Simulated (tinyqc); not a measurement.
Worked calculation: plane-wave Kohn-Sham cycle with exchange-only LDA in a layered model solid. One step of it, computed by the program tinyqc.

Question. Iteration 2: potential. V_H(G) = 4 pi rho(G)/G^2 for G != 0 (uniform background); v_x = -(3 rho/pi)^(1/3); V = V_ext + V_H + v_x; Fourier components f(G_m) = (1/N) sum_j f(x_j) exp(-i G_m x_j).

A solid whose potential varies along x alone (atomic units):
```
parameter                      value
period a                    7.700000
cross-section of the cell  17.000000
electrons per cell                 4
grid points                       16
plane waves -n..n, n               2
k points                           1
V1 in V1 cos(2 pi x/a)     -0.660000
V2 in V2 cos(4 pi x/a)     -0.170000
```

density after iteration 1 (e/bohr^3): [0.03772274, 0.03852126, 0.03901804, 0.03636896, 0.03092673, 0.02569244, 0.02269712, 0.02164805, 0.02145492, 0.02164805, 0.02269712, 0.02569244, 0.03092673, 0.03636896, 0.03901804, 0.03852126]

Give: Potentials on the grid; V(G_m), m = 0, 1, 2, ....

Answer.

Potentials on the grid (hartree):
```
x       V_ext       V_H     v_x       V
0.000  -0.830     0.179  -0.330  -0.982
0.481  -0.730     0.168  -0.333  -0.895
0.963  -0.467     0.134  -0.334  -0.667
1.444  -0.132     0.077  -0.326  -0.382
1.925   0.170  2.80e-03  -0.309  -0.136
2.406   0.373    -0.072  -0.291   0.010
2.888   0.467    -0.133  -0.279   0.054
3.369   0.490    -0.172  -0.274   0.043
3.850   0.490    -0.186  -0.274   0.031
4.331   0.490    -0.172  -0.274   0.043
4.812   0.467    -0.133  -0.279   0.054
5.294   0.373    -0.072  -0.291   0.010
5.775   0.170  2.80e-03  -0.309  -0.136
6.256  -0.132     0.077  -0.326  -0.382
6.737  -0.467     0.134  -0.334  -0.667
7.219  -0.730     0.168  -0.333  -0.895
```

V(G_m), m = 0, 1, 2, ... (hartree): [-0.306, -0.254, -0.085, 0.001, 0.000]
